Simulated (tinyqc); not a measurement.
Regular and subregular solution with a miscibility gap: one step, computed by the program tinyqc.

Per mole of mixing sites: G(x) = x (1 - x) [L0 + L1 (1 - 2x)] + R T [x ln x + (1 - x) ln(1 - x)], x the fraction of B.

Problem. Critical point. The spinodal is G'' = 0, R T_s(x) = x (1 - x) [2 L0 + 6 L1 (1 - 2x)]; the critical point is its maximum.

Inputs (values chosen for the exercise, for a model alloy): asymmetry L1 = 4.6 kJ/mol.

L0 = 26.5 kJ/mol

Constants: R = 8.314462618 J/(mol K).

Give: critical composition x_c; critical temperature T_c.

Solution.

critical composition x_c = 0.3890

critical temperature T_c = 1690 K

L1 > 0 moves the top of the gap to the A-rich side and raises it by 96.6 K over L0/(2 R).
